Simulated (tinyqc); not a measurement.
From Ge-Ge peak back to Ge fraction x: composition and strain of an epitaxial Si(1-x)Ge(x) layer from Raman and X-ray peaks. Computed by tinyqc, a small Python program. Command: `OMP_NUM_THREADS=1 python tinyqc.py 3006263 3006264 out.jsonl epiraman inv`. One thread of a shared host (Intel(R) Xeon(R) Processor @ 2.30GHz), about 0.01 s of CPU time with the checks.

A (001) layer, biaxially strained in the plane. The Raman peaks follow empirical lines omega = w0 + c1 x + c3 x^3 + b eps (c3 for Si-Ge alone), with eps the in-plane strain.

Inputs (values chosen for the exercise, modelled on silicon-germanium): degree of relaxation R = 0.91; lattice constant of Si = 5.431 angstrom; lattice constant of Ge = 5.658 angstrom; bowing B = 0.027 angstrom; 2 C12/C11 of Si = 0.778; 2 C12/C11 of Ge = 0.75; Si-Si: w0 = 521.2 1/cm; Si-Si: c1 = -68.4 1/cm; Si-Si: strain coefficient b = -721 1/cm; Si-Ge: w0 = 399.8 1/cm; Si-Ge: c1 = 24.2 1/cm; Si-Ge: c3 = -31.5 1/cm; Si-Ge: strain coefficient b = -544 1/cm; Ge-Ge: w0 = 280.1 1/cm; Ge-Ge: c1 = 19.1 1/cm; Ge-Ge: strain coefficient b = -467 1/cm.

Substrate: silicon.

Method:
- Relaxed lattice constant a(x) = a_Si + (a_Ge - a_Si) x - B x (1 - x).
- In-plane constant a_par = a_sub + R (a(x) - a_sub); eps = a_par/a(x) - 1; eps_perp = -(2 C12/C11) eps with 2 C12/C11 linear in x; a_perp = a(x) (1 + eps_perp).
- Insert x and eps in the three lines; the strain part is b eps.

Question. A run gave the result below. Find the Ge fraction x, known to lie between 0.58 and 0.96.

Ge-Ge peak = 297.0445 1/cm

Answer.

Each step takes the trial c = (a f_b - b f_a)/(f_b - f_a), f being the result less the target and a, b, c the logarithms of the listed values; c replaces end b, the old b replaces a if the sign of f changed, and otherwise f_a is halved.

Scan of the range:
```
Ge fraction x  Ge-Ge peak (1/cm)
0.580                    292.124
0.631                    293.186
0.686                    294.332
0.746                    295.582
0.812                    296.959
0.883                    298.441
0.960                    300.050
```

False position (Illinois rule, in the logarithm of the input) inside the bracket:
```
step     end a     end b     trial  Ge-Ge peak (1/cm)
1     0.812000  0.883000  0.815937            297.041
2     0.883000  0.815937  0.816092            297.044
3     0.883000  0.816092  0.816104            297.045
4     0.816092  0.816104  0.816098            297.045
```

Ge-Ge peak rises at every point of a 13-point scan of the range (every second point is shown), so one value fits; it is bracketed by 0.812 and 0.883. Answer: Ge fraction x = 0.8161.

Caution: near either end one of the like-atom peaks is weak, since its intensity follows the number of such bonds.
